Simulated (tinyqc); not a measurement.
Photoconductance decay in a wafer: bulk and surface recombination modes, and iron detection by pair splitting: one step, computed by the program tinyqc. Command: `OMP_NUM_THREADS=1 python tinyqc.py 3112757 3112758 out.jsonl pcd walk`. One thread of a shared host (Intel(R) Xeon(R) Processor @ 2.30GHz), about 0.02 s of CPU time with the checks.

Both faces of the wafer have the same S; injection is low and all coefficients are constant. x runs from -W/2 to W/2.

Task: Effective lifetime. Even modes cos(a x) obey b tan b = S W/(2 D) with b = a W/2, odd modes sin(a x) obey -b cot b = S W/(2 D); each decays at the rate 1/tau_b + D a^2. tau_eff is the decay time of the first mode. The surface time is 1/(D a^2) of that mode; shortcuts for it are W/(2 S), W^2/(pi^2 D) and their sum, whose error is sum/surface time - 1.

Inputs (values chosen for the exercise, modelled on p-type silicon):

| quantity | value | unit |
|---|---|---|
| thickness W | 200 | micrometre |
| diffusivity D | 23.6 | cm^2/s |
| bulk lifetime tau_b without iron | 250 | microsecond |
| surface recombination velocity S | 47 | cm/s |

Give: tau_eff; surface time; W/(2 S); W^2/(pi^2 D); error of the sum; tau_eff/tau_b.

Result:

tau_eff = 115.35 microsecond

surface time = 214.18 microsecond

W/(2 S) = 212.77 microsecond

W^2/(pi^2 D) = 1.7173 microsecond

error of the sum = 0.14148 %

tau_eff/tau_b = 0.46142

The surfaces are slow against diffusion, so W/(2 S) is the larger part. tau_eff is only 0.46 of tau_b, so it understates the bulk lifetime.
